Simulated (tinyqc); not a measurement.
Plane-wave Kohn-Sham cycle with exchange-only LDA in a layered model solid, step by step. One step of it, computed by the program tinyqc.

Problem. Iteration 2: Hamiltonian at one k. H(m,m') = (k + G_m)^2/2 delta + V(G_m - G_m'), with V(-G) = V(G).

A solid whose potential varies along x alone (atomic units):

| parameter | value |
|---|---|
| period a | 14.800000 |
| cross-section of the cell | 14.000000 |
| electrons per cell | 2 |
| grid points | 16 |
| plane waves -n..n, n | 2 |
| k points | 1 |
| V1 in V1 cos(2 pi x/a) | -0.720000 |
| V2 in V2 cos(4 pi x/a) | -0.250000 |

V(G_m), m = 0, 1, 2, ... (hartree): -0.204557  -0.258768  -0.098153  0.001615  0.000802

k = 0.000000 2 pi / a

Give: H.

Solution.

H (hartree), lower triangle:
```
         -2       -1       +0       +1      +2
-2   0.1559
-1  -0.2588  -0.1144
+0  -0.0982  -0.2588  -0.2046
+1   0.0016  -0.0982  -0.2588  -0.1144
+2   0.0008   0.0016  -0.0982  -0.2588  0.1559
```
